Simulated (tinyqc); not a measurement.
Geometry optimisation on the LDA (VWN5)/6-311g surface (energies and gradients from PySCF), for H2, spin multiplicity 1, step by step. Computed by tinyqc, a small Python program that keeps every step (integrals from PySCF). Settings: charge = 0, multiplicity = 1, basis = 6-311g, functional = lda,vwn, optimiser = bfgs, first Hessian = 0.15, largest step = 0.5, iteration cap = 30. Command: `OMP_NUM_THREADS=1 python tinyqc.py 26856 26857 out.jsonl` (the two numbers bound the seeds that draw the settings). One thread of a shared host (Intel(R) Xeon(R) Processor @ 2.60GHz), about 0.8 s of CPU time with the checks.

## Step 1: energy and gradient

positions at the start (bohr):
```
         x       y       z
1H  0.0000  0.0000  0.0000
2H  0.0000  0.0000  1.4740
```

Self-consistent energy and analytic gradient at these positions.

energy = -1.134186 hartree

gradient (hartree/bohr):
```
           x         y          z
1H  0.000000  0.000000  -0.008378
2H  0.000000  0.000000   0.008378
```

## Step 1: move

Quasi-Newton step p = -H^(-1) g (first H = 0.15 times the unit matrix); steps longer than 0.5 bohr are cut back.

positions after step 1 (bohr):
```
         x       y       z
1H  0.0000  0.0000  0.0559
2H  0.0000  0.0000  1.4181
```

## Step 2: energy and gradient

As before.

energy = -1.132992 hartree

gradient (hartree/bohr):
```
           x         y          z
1H  0.000000  0.000000   0.032278
2H  0.000000  0.000000  -0.032278
```

## Step 2: move

inverse Hessian in use (bohr^2/hartree):
```
        1       2       3       4       5       6
1  6.6667  0.0000  0.0000  0.0000  0.0000  0.0000
2  0.0000  6.6667  0.0000  0.0000  0.0000  0.0000
3  0.0000  0.0000  4.0203  0.0000  0.0000  2.6464
4  0.0000  0.0000  0.0000  6.6667  0.0000  0.0000
5  0.0000  0.0000  0.0000  0.0000  6.6667  0.0000
6  0.0000  0.0000  2.6464  0.0000  0.0000  4.0203
```

Quasi-Newton step p = -H^(-1) g (the inverse Hessian comes from BFGS updates; coordinates in the order x, y, z of each atom); steps longer than 0.5 bohr are cut back.

positions after step 2 (bohr):
```
         x       y       z
1H  0.0000  0.0000  0.0115
2H  0.0000  0.0000  1.4625
```

## Step 3: energy and gradient

As before.

energy = -1.134297 hartree

gradient (hartree/bohr):
```
           x         y          z
1H  0.000000  0.000000  -0.001193
2H  0.000000  0.000000   0.001193
```

## Step 3: move

inverse Hessian in use (bohr^2/hartree):
```
        1       2       3       4       5       6
1  6.6667  0.0000  0.0000  0.0000  0.0000  0.0000
2  0.0000  6.6667  0.0000  0.0000  0.0000  0.0000
3  0.0000  0.0000  3.9958  0.0000  0.0000  2.6709
4  0.0000  0.0000  0.0000  6.6667  0.0000  0.0000
5  0.0000  0.0000  0.0000  0.0000  6.6667  0.0000
6  0.0000  0.0000  2.6709  0.0000  0.0000  3.9958
```

As before.

positions after step 3 (bohr):
```
         x       y       z
1H  0.0000  0.0000  0.0131
2H  0.0000  0.0000  1.4609
```

## Convergence

Stop when the largest gradient component is below 3e-5 hartree/bohr. The inverse Hessian follows the BFGS update with s = step, y = change of gradient.

Course of the optimisation:
```
step  E (hartree)  largest gradient (hartree/bohr)
1       -1.134186                         8.38e-03
2       -1.132992                         3.23e-02
3       -1.134297                         1.19e-03
4       -1.134299                         1.63e-04
5       -1.134299                         9.96e-07
```

Final distances (angstrom):
```
pair   distance
2H-1H    0.7659
```

Converged in 5 steps.
